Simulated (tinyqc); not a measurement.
Estimate of lattice thermal conductivity from elastic moduli (Slack, Klemens and Cahill formulas). From kappa with point defects back to disorder parameter Gamma. Computed by tinyqc, a small Python program. Command: `OMP_NUM_THREADS=1 python tinyqc.py 3009353 3009354 out.jsonl slack inv`. One thread of a shared host (Intel(R) Xeon(R) Processor @ 2.30GHz), about 0.01 s of CPU time with the checks.

An isotropic solid.

Inputs (values chosen for the exercise, for a model crystal):
```
quantity                    value        unit
bulk modulus B                194         GPa
shear modulus G               129         GPa
volume per atom V            15.3  angstrom^3
mean atomic mass M           67.7           u
atoms per primitive cell n      4           -
temperature T                 400           K
grain size d                  120          nm
```

Grueneisen parameter: from the Poisson ratio.

Constants: u = 1.6605390666e-27 kg; hbar = 1.054571817e-34 J s; k_B = 1.380649e-23 J/K; h = 6.62607015e-34 J s.

Method:
- rho = M/V; vL = sqrt((B + 4G/3)/rho), vT = sqrt(G/rho); v_m = [(vL^-3 + 2 vT^-3)/3]^(-1/3); Poisson ratio sigma = (3B - 2G)/(6B + 2G); Theta = hbar v_m (6 pi^2/V)^(1/3)/k_B.
- Empirical rule gamma = (3/2) (1 + sigma)/(2 - 3 sigma).
- Slack, an estimate for T near or above Theta_a: kappa = A M Theta_a^3 delta n^(1/3)/(gamma^2 T) in W/(m K), with M in u, delta = V^(1/3) in angstrom, Theta_a = Theta n^(-1/3) and A = 2.43e-6/(1 - 0.514/gamma + 0.228/gamma^2).
- High-temperature forms with the classical heat capacity. Klemens: kappa/kappa_0 = arctan(u)/u, u^2 = pi^2 Theta V Gamma kappa_0/(h v_m^2). Grains: 1/kappa_poly = 1/kappa + 1/(C v_m d/3), C = 3 k_B/(n V), the acoustic branches alone.

Question. A run gave the result below. Find the disorder parameter Gamma, known to lie between 0.00012 and 0.00028.

kappa with point defects = 46.83264 W/(m K)

Answer.

Each step takes the trial c = (a f_b - b f_a)/(f_b - f_a), f being the result less the target and a, b, c the logarithms of the listed values; c replaces end b, the old b replaces a if the sign of f changed, and otherwise f_a is halved.

Scan of the range:
```
disorder parameter Gamma  kappa with point defects (W/(m K))
1.20e-04                                             47.0914
1.38e-04                                             47.0147
1.59e-04                                             46.9257
1.83e-04                                             46.8247
2.11e-04                                             46.7078
2.43e-04                                             46.5756
2.80e-04                                             46.4243
```

False position (Illinois rule, in the logarithm of the input) inside the bracket:
```
step        end a        end b        trial  kappa with point defects (W/(m K))
1     1.59000e-04  1.83000e-04  1.80982e-04                             46.8331
2     1.83000e-04  1.80982e-04  1.81100e-04                             46.8326
3     1.83000e-04  1.81100e-04  1.81101e-04                             46.8326
4     1.81100e-04  1.81101e-04  1.81100e-04                             46.8326
```

Kappa with point defects falls at every point of a 13-point scan of the range (every second point is shown), so one value fits; it is bracketed by 1.59e-4 and 1.83e-4. Answer: disorder parameter Gamma = 1.811e-4.
